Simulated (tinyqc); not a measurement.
Charge stability of a double quantum dot, constant-interaction model with a charge sensor: two steps of the calculation.

Capacitance matrix C = [[C1, -Cm], [-Cm, C2]], C1 = G1 + X1 + Cm + L1, C2 = G2 + X2 + Cm + L2. Gate charges n1 = (G1 V1 + X1 V2)/q, n2 = (X2 V1 + G2 V2)/q. The state (N1, N2) has U = (1/2) d^T E d with d = (N1 - n1, N2 - n2) and E = q^2 C^(-1). Leads at 0 V; no tunnel coupling, spin or level spacing. The sensor reads s1 <N1> + s2 <N2>.

Parameters, values chosen for the exercise: gate 1 to dot 1 G1 = 4.4 aF; gate 2 to dot 2 G2 = 3 aF; gate 2 to dot 1 X1 = 1 aF; gate 1 to dot 2 X2 = 0.47 aF; sensor weight of dot 1 s1 = 0.95; sensor weight of dot 2 s2 = 0.16; temperature T = 0.63 K.

Constants: q = 1.602176634e-19 C, kB = 1.380649e-23 J/K, Vt = kB T/q. Results are converted to the units shown.

Task 1. Energies and occupation of the charge states. U for N1, N2 = 0, 1, 2; p is proportional to exp(-U/kB T), normalised over these nine states.

E (meV):

|  | 1 | 2 |
|---|---|---|
| 1 | 4.4912451 | 1.5254497 |
| 2 | 1.5254497 | 6.2463152 |

gate charges: n1 0.43203726, n2 0.43800414

Wanted: U; p; mean charges; sensor signal.

Result 1.

| state | U (meV) | p |
|---|---|---|
| (0,0) | 1.31 | 0.0011 |
| (0,1) | 1.04 | 0.1572 |
| (0,2) | 7.01 | 0.0000 |
| (1,0) | 0.94 | 0.8418 |
| (1,1) | 2.20 | 0.0000 |
| (1,2) | 9.70 | 0.0000 |
| (2,0) | 5.07 | 0.0000 |
| (2,1) | 7.85 | 0.0000 |
| (2,2) | 16.88 | 0.0000 |

mean charges: <N1> 0.8418, <N2> 0.1572
sensor signal = 0.8248

The ground state is (1,0), 0.0911 meV (1.68 kB T) below (0,1).

Task 2. Triple points. The states (0,0), (1,0), (0,1) meet where E n = (EC1/2, EC2/2), and (1,1), (1,0), (0,1) where E n = (EC1/2 + ECm, EC2/2 + ECm); the gate voltages follow from n.

E (meV):

|  | 1 | 2 |
|---|---|---|
| 1 | 4.4912451 | 1.5254497 |
| 2 | 1.5254497 | 6.2463152 |

Find: gate charges; gate voltages; distance between the points.

Result 2.

gate charges:

|  | n1 | n2 |
|---|---|---|
| electron point | 0.3600 | 0.4121 |
| hole point | 0.6400 | 0.5879 |

gate voltages (mV):

|  | V1 | V2 |
|---|---|---|
| electron point | 8.41 | 20.69 |
| hole point | 16.76 | 28.77 |

distance between the points = 11.63 mV

The line between the two points is the (1,0)-(0,1) transition, where an electron moves from dot to dot.

Computed by the program tinyqc: `OMP_NUM_THREADS=1 python tinyqc.py 2470012 2470013 out.jsonl`, one thread of a shared Intel Xeon 2.30GHz, about 0.01 s for the whole run.
